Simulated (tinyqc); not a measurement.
Inversion layer as a triangular well, valleys of the Ge type: one step. Valley masses on the (111) face.

Four ellipsoidal valleys (eight halves) with their long axes along <111>, mass ml along the axis and mt across it. For a valley whose axis makes the angle theta with the surface normal, 1/m_z = cos^2(theta)/ml + sin^2(theta)/mt sets the confinement; in the plane the masses are m_1 = mt and m_2 = ml mt/m_z, and m_d = sqrt(m_1 m_2). The Gamma and Delta valleys are left out; the heavy Delta valleys, about 0.18 eV up, can lie lowest under strong confinement.

Values chosen for the exercise (out of a larger set: near those of Ge; not measured data):
```
symbol  value  unit  meaning
ml      1.56   m0    longitudinal mass
mt      0.081  m0    transverse mass
face    111          surface
```

Question. Group the valleys by their angle to the normal, heaviest m_z first.

Give: Valleys (masses in m0).

Answer.

Valleys (masses in m0):
```
valleys g  cos^2(theta)     m_z     m_1     m_2     m_d
1                1.0000  1.5600  0.0810  0.0810  0.0810
3                0.1111  0.0905  0.0810  1.3957  0.3362
```

The single valley with the heaviest m_z will give the lowest ladder of subbands.

Program tinyqc; command `OMP_NUM_THREADS=1 python tinyqc.py 1280744 1280745 out.jsonl`; about 0.04 s on one thread of a shared Intel(R) Xeon(R) Processor @ 2.30GHz.
